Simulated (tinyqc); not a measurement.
From results back to parameters: smearing for a one-band metal on the bcc lattice. Four cases, with inputs chosen for the exercise.

Problem. With Gaussian smearing, f = erfc(x)/2, s = exp(-x^2)/(2 sqrt(pi)), x = (E_k - mu)/sigma and free energy F = E - sigma S, small widths give F(sigma) = E0 - D sigma^2/4, where D is the density of states at the Fermi level (both spins, per cell). F at two widths was computed from hidden E0 and D.

Find: D; E0.

Method. D = 4 (F(s1) - F(s2))/(s2^2 - s1^2); E0 = F(s1) + D s1^2/4.

Case 1.

Values chosen: s1 = 0.12 eV; s2 = 0.24 eV.
F(s1) = -2.3972672 eV
F(s2) = -2.4199688 eV

Solution.

D = 2.102 1/eV
E0 = -2.3897 eV

Case 2.

Values chosen: s1 = 0.145 eV; s2 = 0.29 eV.
F(s1) = -2.8663452 eV
F(s2) = -2.8832808 eV

Solution.

D = 1.074 1/eV
E0 = -2.8607 eV

Case 3.

Values chosen: s1 = 0.099 eV; s2 = 0.198 eV.
F(s1) = -1.2689472 eV
F(s2) = -1.2870889 eV

Solution.

D = 2.468 1/eV
E0 = -1.2629 eV

Case 4.

Values chosen: s1 = 0.033 eV; s2 = 0.066 eV.
F(s1) = -0.6904248 eV
F(s2) = -0.6922993 eV

Solution.

D = 2.295 1/eV
E0 = -0.6898 eV

Computed by tinyqc, one run a case: `OMP_NUM_THREADS=1 python tinyqc.py N N+1 out.jsonl` with N = 1681205, 1682038, 1682373, 1682463; one thread of a shared Intel(R) Xeon(R) Processor @ 2.30GHz, about 0.3 s a run at most.
